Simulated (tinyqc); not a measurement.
From results back to parameters: Landau levels of a parabolic two-dimensional band. Three cases, with inputs chosen for the exercise.

Problem. The amplitude of Shubnikov-de Haas oscillations carries the factor X/sinh X with X = 2 pi^2 kB T/(hbar wc), hbar wc = 2 muB B_s/m. The ratio of the amplitudes at T2 and T1 was computed from a hidden mass.

Constants: kB = 8.617333262e-05 eV/K; muB = 5.788381798e-05 eV/T.

Case 1.

Values chosen (out of a larger set: near those of a two-dimensional electron gas in Ge (111); not measured data): T1 = 2.7 K (lower temperature); T2 = 7.3 K (higher temperature); B_s = 3.14 T (field of the oscillation).

A(T2)/A(T1) = 0.403092

Case 2.

Values chosen (out of a larger set: near those of a two-dimensional electron gas in GaAs; not measured data): T1 = 1.3 K (lower temperature); T2 = 3.5 K (higher temperature); B_s = 0.85 T (field of the oscillation).

A(T2)/A(T1) = 0.211345

Case 3.

Values chosen (out of a larger set: near those of a two-dimensional electron gas in Si; not measured data): T1 = 1 K (lower temperature); T2 = 2.8 K (higher temperature); B_s = 5.63 T (field of the oscillation).

A(T2)/A(T1) = 0.771548

Find: X at T1; m.

Solution. The ratio (T2/T1) sinh(X1)/sinh(X1 T2/T1) falls steadily with X1, so one X1 fits; m = X1 muB B_s/(pi^2 kB T1).

Case 1.

X at T1 = 1.041
m = 0.0824 m0

Case 2.

X at T1 = 1.472
m = 0.0655 m0

Case 3.

X at T1 = 0.493
m = 0.1889 m0

Computed by tinyqc, one run a case: `OMP_NUM_THREADS=1 python tinyqc.py N N+1 out.jsonl` with N = 1251867, 1252078, 1252211; one thread of a shared Intel(R) Xeon(R) Processor @ 2.30GHz, about 0.01 s a run at most.
